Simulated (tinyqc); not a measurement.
Space-charge-limited current with shallow traps: from ohmic to space-charge-limited current.

One carrier type, drift only, an injecting contact at x = 0 (zero field) and thickness L. The share th = y/(1 + y), y = (Nc/Nt) exp(-Et/kB T), of the injected charge is free: J = q mu n F, eps0 eps_r dF/dx = q (n - n0)/th.

Ohmic J = q n0 mu V/L; Mott-Gurney J = (9/8) th eps0 eps_r mu V^2/L^3; they cross at Vx = 8 q n0 L^2/(9 th eps0 eps_r); traps fill at V_TFL = q Nt L^2/(2 eps0 eps_r). Exact: with u = n0/n(L), w = -u - ln(1 - u) and v = -u - u^2/2 - ln(1 - u), V = (q n0 L^2/(th eps0 eps_r)) v/w^2 and J = q^2 n0^2 mu L/(th eps0 eps_r w).

Values chosen for this exercise:
- T = 300 K (temperature)
- eps_r = 16.6 (relative permittivity)
- mu = 17 cm^2/(V s) (mobility)
- L = 6700 nm (thickness)
- Nc = 2.5e19 cm^-3 (band density of states)
- Nt = 1.1e15 cm^-3 (trap density)
- Et = 0.51 eV (trap depth)
- n0 = 8.1e8 cm^-3 (free carrier density in equilibrium)

Constants: q = 1.602176634e-19 C, kB = 1.380649e-23 J/K, Vt = kB T/q, eps0 = 8.8541878128e-14 F/cm where lengths are in cm. Results are converted to the units shown.

Result of one run:
```
V (V)  J (A/cm^2)  ohmic (A/cm^2)  Mott-Gurney (A/cm^2)  d ln J/d ln V
0.23     9.546e-7        7.574e-7              3.041e-7          1.263
```

What becomes of these results when the voltage V is changed from 0.23 to 0.06 V, all else the same?

Result of the changed run:
```
V (V)  J (A/cm^2)  ohmic (A/cm^2)  Mott-Gurney (A/cm^2)  d ln J/d ln V
0.06     2.077e-7        1.976e-7              2.069e-8          1.054
```

The whole series:
```
V (V)  J (A/cm^2)  ohmic (A/cm^2)  Mott-Gurney (A/cm^2)  d ln J/d ln V
0.06     2.077e-7        1.976e-7              2.069e-8          1.054
0.12     4.406e-7        3.951e-7              8.277e-8          1.126
0.23     9.546e-7        7.574e-7              3.041e-7          1.263
0.45     2.375e-6        1.482e-6              1.164e-6          1.457
0.89     6.861e-6        2.931e-6              4.553e-6          1.649
1.7      2.093e-5        5.598e-6              1.661e-5          1.789
3.4      7.497e-5        1.120e-5              6.645e-5          1.885
6.8      2.827e-4        2.239e-5              2.658e-4          1.940
13       0.001004        4.281e-5              9.714e-4          1.968
26       0.003950        8.561e-5              0.003886          1.984
```

The local exponent rises from 1.05 to 1.98, passing from ohmic towards the square law around Vx = 0.573 V. In the last row J is 1.7 % above the Mott-Gurney value. For V = 26 the voltage exceeds half of V_TFL = 26.9 V, near which the traps fill and the current rises steeply beyond this model. For V = 0.06, 0.12, 0.23, 0.45, 0.89, 1.7 the voltage is under 100 kB T/q, where diffusion would add more than a third of the Mott-Gurney current.

Range of the model: Diffusion and a field-dependent mobility are left out. With injecting contacts the diffusion current, about 4 pi^2 Vt th eps0 eps_r mu V/L^3, equals the Mott-Gurney current at V = 35 kB T/q (0.9 V at 300 K), so the drift-only result needs V well above that.

Numbers from tinyqc (`OMP_NUM_THREADS=1 python tinyqc.py 2370073 2370074 out.jsonl`; about 0.01 s on one thread of a shared Intel Xeon 2.30GHz).
